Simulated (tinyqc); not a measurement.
Comparisons within one model: quasiparticle equation with a plasmon-pole self-energy for two band edges. A value that a table varies takes the place of the one given here.

For each edge E = e + X + Sc(E), with the correlation part Sc(E) = A[0]/(E - a + w) + A[1]/(E - b - w); a and b are the valence and conduction energies that enter the Green function (a = ev, b = ec in the one-shot scheme). Z = 1/(1 - dSc/dE), dSc/dE = -A[0]/(E - a + w)^2 - A[1]/(E - b - w)^2.

Values chosen for the exercise (scales of the order of those of AlN; the results hold for these values, not for the real material): ev = 0 eV (mean-field valence top); ec = 4.21 eV (mean-field conduction edge); w = 19.2 eV (pole energy); Av = (48.6, 29.9) eV^2 (weights of the valence state on the hole and electron poles); Ac = (29.1, 51) eV^2 (the same for the conduction state); Xv = -2.51 eV (exchange minus the mean-field potential, valence); Xc = 2.78 eV (the same, conduction).

## Schemes compared

Z = 1; linearised; exact one-shot; energies updated in G (a, b); updated in G and W, where w grows by half of the opening of the gap (a rule chosen for the exercise).

Results (eV):
```
scheme,Ev,Ec,gap,opening
mean field,0.000,4.210,4.210,0.000
Z = 1,-1.256,5.577,6.833,2.623
linearised,-1.059,5.357,6.416,2.206
"one-shot, exact",-1.054,5.351,6.405,2.195
update G,-1.138,5.462,6.599,2.389
update G and W,-1.234,5.568,6.802,2.592
```

How do the results move?

The openings run from 2.195 (one-shot, exact) to 2.623 eV (Z = 1). Linearising moves the gap by 11 meV, updating G +194 meV and updating W a further +202 meV: once Z is kept, the level of self-consistency matters more than linearising.

## The starting point

The mean-field gap is opened by d (ev lowered by d/2, ec raised by d/2) and X is changed by the opposite amounts, so that e + X stays; one-shot and G-updated gaps.

Gaps (eV):
```
d,start,one-shot,update G
0.0,4.210,6.4051,6.5994
0.2,4.410,6.4222,6.5994
0.4,4.610,6.4391,6.5994
0.6,4.810,6.4558,6.5994
0.9,5.110,6.4806,6.5994
1.2,5.410,6.5051,6.5994
1.6,5.810,6.5373,6.5994
```

What does this show, and why?

The one-shot gap moves by a fraction 0.08 of any change of the starting gap, while the updated gap, 6.5994 eV, does not depend on it. The two agree where the start already equals the result, near d = 2.39 eV. A real change of starting point alters the orbitals and the screening too; this model holds both fixed.

## What each parameter does

Exact one-shot edges and Z of the valence state there. Each row changes one parameter from the base and keeps the others.

Results:
```
case,Ev (eV),Ec (eV),gap (eV),Z
base,-1.0539,5.3512,6.4051,0.8350
w = 20.16 eV,-1.1289,5.4337,6.5626,0.8473
Xv = -2.61 eV,-1.1374,5.3512,6.4886,0.8343
Xc = 2.88 eV,-1.0539,5.4341,6.4881,0.8350
ec = 4.31 eV,-1.0498,5.4472,6.4970,0.8354
"Av = (51.03, 29.9) eV^2",-0.9427,5.3512,6.2939,0.8309
"Ac = (29.1, 53.55) eV^2",-1.0539,5.2346,6.2886,0.8350
```

What can be read from the table?

The largest shifts from the base row, up to three for each result and ties (the steps differ in size, so this ranks the rows, not the parameters). Ev (eV): Av +0.1112, Xv -0.0835, w -0.0749; unchanged at the printed digits by Xc and Ac. Ec (eV): Ac -0.1165, ec +0.0960, Xc +0.0830; unchanged at the printed digits by Xv and Av. gap (eV): w +0.1575, Ac -0.1165, Av -0.1112. Z: w +0.0123, Av -0.0041, Xv -0.0007; unchanged at the printed digits by Xc and Ac.

Computed by tinyqc, a small Python program: `OMP_NUM_THREADS=1 python tinyqc.py 1850411 1850412 out.jsonl` (the numbers bound the seed that draws the inputs); one thread of a shared host (Intel(R) Xeon(R) Processor @ 2.30GHz), about 0.06 s for the whole set of steps.
